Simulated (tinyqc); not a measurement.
Free and trapped electrons in a MOS channel with a dense trap tail: two steps of the calculation.

p-type body, charge-sheet picture, full ionisation (an idealisation for deep acceptors), Boltzmann statistics for free electrons. e = Ec - EF at the surface. Acceptor-like traps of density D(E) = D0 + De exp(-E/Ew) at depth E below Ec, from 0 to Eu, hold n_t = integral of D(E)/(1 + exp((e - E)/Vt)). psi = Eg - Vt ln(Nv/Na) - e; N_dep = sqrt(2 eps0 eps_r Na (psi - Vt)/q); n_f = sqrt(N_dep^2 + 2 eps0 eps_r Vt Nc exp(-e/Vt)/q) - N_dep; Vg = Vfb + psi + q (N_dep + n_t + n_f)/Cox, Cox = eps0 eox/tox.

Inputs (values chosen for the exercise); band and dielectric values close to those of 4H silicon carbide: temperature T = 300 K; band gap Eg = 3.23 eV; relative permittivity eps_r = 9.64; conduction-band density of states at T Nc = 1.69e19 cm^-3; valence-band density of states at T Nv = 2.5e19 cm^-3; relative permittivity of the insulator eox = 3.9; insulator thickness tox = 37 nm; acceptor density Na = 8.2e15 cm^-3; flat-band voltage without trapped charge Vfb = -2.81 V; constant background density of acceptor-like traps D0 = 5e10 cm^-2 eV^-1; density of the tail at the conduction edge De = 4.4e12 cm^-2 eV^-1; decay energy of the tail Ew = 0.06 eV; depth below Ec down to which the traps reach Eu = 0.85 eV; mobility of free electrons mf = 99 cm^2/(V s); Ec - EF at the surface e = 0.05 eV.

Constants: q = 1.602176634e-19 C, kB = 1.380649e-23 J/K, Vt = kB T/q, eps0 = 8.8541878128e-14 F/cm where lengths are in cm. Results are converted to the units shown.

Question 1. Trapped charge. Trapezoid rule on 16 equal steps from 0 to Eu, f = 1/(1 + exp((e - E)/Vt)).

Give: E; D(E) f; n_t.

Answer 1.

```
point,E (eV),D(E) f (cm^-2 eV^-1)
0,0,5.6203e11
1,0.053125,9.8889e11
2,0.10625,7.1741e11
3,0.15937,3.5378e11
4,0.21250,1.7712e11
5,0.26562,1.0255e11
6,0.31875,7.1688e10
7,0.37188,5.8948e10
8,0.42500,5.3691e10
9,0.47813,5.1523e10
10,0.53125,5.0628e10
11,0.58437,5.0259e10
12,0.63750,5.0107e10
13,0.69063,5.0044e10
14,0.74375,5.0018e10
15,0.79688,5.0008e10
16,0.85000,5.0003e10
```

n_t = 1.6908e11 cm^-2

Question 2. Charges and gate voltage. psi, N_dep, n_f and Vg as defined, with the n_t given; free share n_f/(n_f + n_t); apparent mobility mf n_f/(n_f + n_t); gate voltage spent on traps q n_t/Cox.

n_t = 1.6907993e11 cm^-2

Wanted: psi; N_dep; n_f; Vg; free share; apparent mobility; gate voltage spent on traps.

Answer 2.

psi = 2.9726 V
N_dep = 5.0740e11 cm^-2
n_f = 4.5716e11 cm^-2
Vg = 2.1087 V
free share = 73.001 %
apparent mobility = 72.271 cm^2/(V s)
gate voltage spent on traps = 0.29026 V

Program tinyqc, `OMP_NUM_THREADS=1 python tinyqc.py 2222144 2222145 out.jsonl`; Intel Xeon 2.30GHz, shared host, one thread, about 0.02 s.
